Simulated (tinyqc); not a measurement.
## Read current of a NAND string, cells in series solved by shooting: read current against the number of cells

Cells in series, numbered from 0 at the source line (0 V) to the bit line, each followed by a gap resistance Rg. A cell with gate Vg, threshold VT, source Vs and drain Vd passes I = 2 nf K Vt^2 [F(Vs) - F(Vd)]/(1 + th max(Vg - VT, 0)), F(V) = ln^2(1 + exp((Vg - VT - nf V)/(2 nf Vt))). The selected cell has Vg = Vr, the others Vg = Vp.

For a trial current I start at 0 V and, cell by cell, solve for the drain: sqrt(F(Vd)) = sqrt(F(Vs) - I/k), k = 2 nf K Vt^2/(1 + th max(Vg - VT, 0)), Vd = [Vg - VT - 2 nf Vt ln(exp(sqrt F) - 1)]/nf, then add I Rg. The string current is the I for which the last node reaches Vbl. The apparent threshold is the Vr at which I = Is. Background: all other cells erased (VT = Ve) or all in the highest state (VT = Vh); ratio and shift are high over erased and high minus erased. The selected cell is in the middle, cell n/2.

Inputs (values chosen for the exercise); values of the order met in vertical NAND strings:
```
symbol,value,unit,meaning
T,300,K,temperature
K,25,uA/V^2,gain factor of a cell
nf,2.4,,slope factor
th,0.11,1/V,mobility reduction factor
Rg,1.1,kohm,resistance of the gap between cells
Vbl,0.3,V,bit-line voltage
Vp,7.4,V,pass voltage
Ve,-1.5,V,threshold of an erased cell
Vh,3.7,V,threshold of the highest state
Vx,0.8,V,threshold of the selected cell
Is,50,nA,sensing current
Vr,2.27,V,read voltage on the selected word line
```

Constants: q = 1.602176634e-19 C, kB = 1.380649e-23 J/K, Vt = kB T/q. Results are converted to the units shown.

Results:

| n | I, others erased (uA) | I, others high (uA) | ratio | apparent VT, erased (V) | apparent VT, high (V) | background shift (mV) |
|---|---|---|---|---|---|---|
| 8 | 2.580 | 1.775 | 0.6880 | 0.8280 | 0.8310 | 3.069 |
| 16 | 1.509 | 0.9609 | 0.6368 | 0.8328 | 0.8390 | 6.151 |
| 64 | 0.4309 | 0.2556 | 0.5932 | 0.8619 | 0.8869 | 24.94 |
| 96 | 0.2918 | 0.1716 | 0.5880 | 0.8814 | 0.9192 | 37.76 |
| 128 | 0.2206 | 0.1292 | 0.5854 | 0.9010 | 0.9518 | 50.89 |
| 192 | 0.1483 | 0.08641 | 0.5828 | 0.9401 | 1.019 | 78.83 |

Estimate the missing row, n = 32.

Computed row:

| n | I, others erased (uA) | I, others high (uA) | ratio | apparent VT, erased (V) | apparent VT, high (V) | background shift (mV) |
|---|---|---|---|---|---|---|
| 32 | 0.8231 | 0.5006 | 0.6082 | 0.8425 | 0.8549 | 12.36 |

With this row back in the table: With erased neighbours the current falls from 2.58 to 0.148 uA, as n^(-0.77) between the first two rows and n^(-0.98) between the last two (-1 once the series resistance rules). The ratio falls from 0.688 to 0.583 and the background shift rises from 3.07 to 78.8 mV.

tinyqc, about 0.8 s, one thread, Intel Xeon 2.30GHz (shared host): `OMP_NUM_THREADS=1 python tinyqc.py 2142166 2142167 out.jsonl`
